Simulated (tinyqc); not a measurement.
Inductance and parasitic capacitance from two readings.

Question. A loss-free coil L in parallel with C shows the apparent inductance L/(1 - w^2 L C), w = 2 pi f. Find L, C and the self-resonance 1/(2 pi sqrt(L C)).

apparent inductance at 4.9 and 8.6 GHz (nH): 5.2658273  9.8847370

Answer. The inverse of the reading is 1/L - w^2 C, a straight line in w^2.

L = 4.30 nH
C = 45.0 fF
self-resonance = 11.4 GHz

Numbers from tinyqc (`OMP_NUM_THREADS=1 python tinyqc.py 2302127 2302128 out.jsonl`; about 0.01 s on one thread of a shared Intel Xeon 2.30GHz).
